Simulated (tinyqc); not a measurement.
## CMOS latch-up, two-transistor model: effect of the well resistance shunting the pnp

A parasitic pnp (emitter at Vdd, base shunted by Rw) and npn (emitter at ground, base shunted by Rs) feed each other: the npn collector current flows out of the pnp base node, the pnp collector current into the npn base node. Forward-active transistors with constant gains: Icn = Isn exp(Vn/Vt), Icp = Isp (exp(Vp/Vt) - 1). A current Ii is injected into the npn base node.

Node equations: Vp/Rw + Icp/bp = Icn and Vn/Rs + Icn/bn = Icp + Ii. Loop gain G = gn gp/[(1/Rw + gp/bp)(1/Rs + gn/bn)], gn = Icn/Vt, gp = (Icp + Isp)/Vt; the off state ends where G = 1, and Ii there is the trigger current. On state with both base-emitter voltages at Von: npn base current Ib = (Von/Rs + bp Von/Rw)/(bn bp - 1), holding current Ih = (bn + 1) Ib + Von/Rs, holding voltage Vh = Vsat + Von + R2 (Ib + Von/Rs).

Parameters, values chosen for the exercise; values close to those of bulk CMOS:
```
symbol,value,unit,meaning
T,300,K,temperature
bn,9,,current gain of the npn
bp,4.3,,current gain of the pnp
Isn,9.2e-15,A,saturation current of the npn at T
Isp,3.7e-16,A,saturation current of the pnp at T
Rs,740,ohm,substrate resistance shunting the npn
R2,92,ohm,resistance from the pnp collector to the npn base
Von,0.71,V,base-emitter voltage in the on state
Vsat,0.08,V,saturation voltage
Vdd,1.8,V,supply voltage
```

Constants: q = 1.602176634e-19 C, kB = 1.380649e-23 J/K, Vt = kB T/q. Results are converted to the units shown.

Effect of the well resistance shunting the pnp:

| Rw (ohm) | Vn at trigger (V) | trigger current (mA) | Ih (mA) | Vh (V) |
|---|---|---|---|---|
| 60 | 0.71908 | 2.1500 | 14.711 | 1.0048 |
| 120 | 0.70048 | 1.5191 | 7.9624 | 0.94270 |
| 220 | 0.68423 | 1.2289 | 4.8949 | 0.91448 |
| 430 | 0.66629 | 1.0515 | 3.0972 | 0.89794 |
| 830 | 0.64876 | 0.95252 | 2.1896 | 0.88959 |
| 1600 | 0.63137 | 0.89104 | 1.7201 | 0.88527 |
| 3100 | 0.61399 | 0.84817 | 1.4752 | 0.88301 |
| 6000 | 0.59680 | 0.81507 | 1.3489 | 0.88185 |

As Rw goes from 60 to 6000 ohm, the trigger current falls from 2.15 to 0.815 mA, Ih falls from 14.7 to 1.35 mA and Vh falls from 1.00 to 0.882 V. Vh exceeds the supply Vdd = 1.8 V, which then cannot sustain a latched state, in 0 of the 8 rows. For Rw = 60 Vn at the trigger exceeds the fixed Von of the on-state formulas, so Ih and Vh are too low there.

tinyqc, about 0.07 s, one thread, Intel Xeon 2.30GHz (shared host): `OMP_NUM_THREADS=1 python tinyqc.py 2670153 2670154 out.jsonl`
